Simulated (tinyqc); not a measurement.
Contact resistivity and sheet resistance from two contact lengths.

Problem. Rc = [sqrt(rc Rsh)/Wc] coth(Lc/(2 LT)), LT = sqrt(rc/Rsh), Wc = 68 nm; the second contact is twice as long as the first. Find LT, rc and Rsh.

Rc for Lc = 28 and 56 nm (ohm): [152.379085, 97.9607326]

Answer. With t = tanh(Lc/(2 LT)) for the shorter contact, the resistance of the longer over that of the shorter is (1 + t^2)/2. Then sqrt(rc Rsh) = Rc t Wc, and rc and Rsh follow by multiplying and dividing by LT.

LT = 23.47 nm
rc = 1.300e-9 ohm cm^2
Rsh = 236.0 ohm

tinyqc, about 0.03 s, one thread, Intel Xeon 2.30GHz (shared host): `OMP_NUM_THREADS=1 python tinyqc.py 2170039 2170040 out.jsonl`
